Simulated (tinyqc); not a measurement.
Worked calculation: grain-boundary diffusion: Harrison regimes, Fisher and Le Claire analysis, Hart average. Computed by tinyqc, a small Python program that keeps every step. Command: `OMP_NUM_THREADS=1 python tinyqc.py 3018716 3018717 out.jsonl gbdiff walk`. One thread of a shared host (Intel(R) Xeon(R) Processor @ 2.30GHz), about 0.01 s of CPU time with the checks. Intermediate numbers are printed to about 5 digits and carried at full precision; extremes and crossings named in words are read from the listed rows.

A boundary is a slab of width delta with diffusivity D_b, normal to a surface held at constant concentration; it leaks into grains of diffusivity D.

Inputs (values chosen for the exercise, for a model polycrystal):
```
quantity,value,unit
melting point T_m,1370,K
lattice prefactor D0,3.4e-05,m^2/s
lattice activation energy E,2.02,eV
boundary prefactor D0b,8.1e-06,m^2/s
boundary activation energy E_b,1.3,eV
boundary width delta,0.69,nm
segregation factor s,1,-
grain size d,0.042,um
temperature T,987,K
time t,210000,s
```

Constants: k_B = 8.617333262e-05 eV/K.

## Diffusivities

D = D0 exp(-E/(k_B T)), D_b = D0b exp(-E_b/(k_B T)). Triple product P = s delta D_b.

D = 1.6483e-15 m^2/s

D_b = 1.8641e-12 m^2/s

triple product P = 1.2863e-21 m^3/s

At T/T_m = 0.72 the boundary is 1100 times faster than the lattice.

## Regime

l = sqrt(D t); P = s delta D_b; alpha = s delta/(2 l); beta = P/(2 D l). Regime A if l > 3 d, C if alpha > 1, B if alpha < 0.1, l < d/4 and beta > 10, otherwise a transition.

lattice diffusion length l = 18.605 um

alpha = 1.8543e-05

beta = 0.020972

Regime: A

The leakage zones of neighbouring boundaries overlap fully: one effective diffusivity describes the profile.

## Effective diffusivity

Hart average for parallel slabs: f = delta/d, D_eff = (s f D_b + (1 - f) D)/(1 - f + s f); share of the boundaries = s f D_b/(s f D_b + (1 - f) D); depth sqrt(D_eff t).

boundary fraction f = 0.016429

D_eff = 3.2246e-14 m^2/s

share of the boundaries = 0.94972

depth sqrt(D_eff t) = 82.291 um

## Penetration along an isolated boundary

Fisher: the mean concentration falls as exp(-y/y_F), y_F = sqrt(P) (pi t/(4 D))^(1/4), with the boundary equation P d2c/dy2 = 2 c sqrt(D/(pi t)). Le Claire (from the Whipple solution): ln c falls as -(y/y_L)^(6/5) with P = 1.322 sqrt(D/t) y_L^2.

Fisher depth y_F = 3.5870 um

Le Claire depth y_L = 3.3139 um

The tail reaches 0.178 lattice lengths l; y_L/l = sqrt(2 beta/1.322). Caution: the Fisher and Le Claire forms need regime B with beta above 10.

## Lattice against boundary over temperature

D_eff = (s f D_b + (1 - f) D)/(1 - f + s f), f = delta/d; share of the boundaries = s f D_b/(s f D_b + (1 - f) D).

Diffusivities (m^2/s):
```
T/T_m,T (K),D,D_b,D_eff,share,regime
0.3,411,5.7778e-30,9.2807e-22,1.5247e-23,1.00000,C
0.4,548,8.9990e-24,8.9703e-18,1.4738e-19,0.99994,transition
0.5,685,4.6736e-20,2.2077e-15,3.6316e-17,0.99873,transition
0.6,822,1.4016e-17,8.6703e-14,1.4382e-15,0.99041,A
0.7,959,8.2393e-16,1.1931e-12,2.0411e-14,0.96030,A
0.8,1096,1.7492e-14,8.5240e-12,1.5724e-13,0.89059,A
0.9,1233,1.8833e-13,3.9341e-11,8.3155e-13,0.77725,A
1.0,1370,1.2606e-12,1.3373e-10,3.4368e-12,0.63924,A
```

The apparent activation energy of D_eff is 1.30 eV between the first rows and 1.51 eV between the last, against E_b = 1.3 and E = 2.02 eV. The boundaries carry most of the flux up to the melting point. Caution: outside regime A, D_eff and the share of the boundaries hold only at steady state.
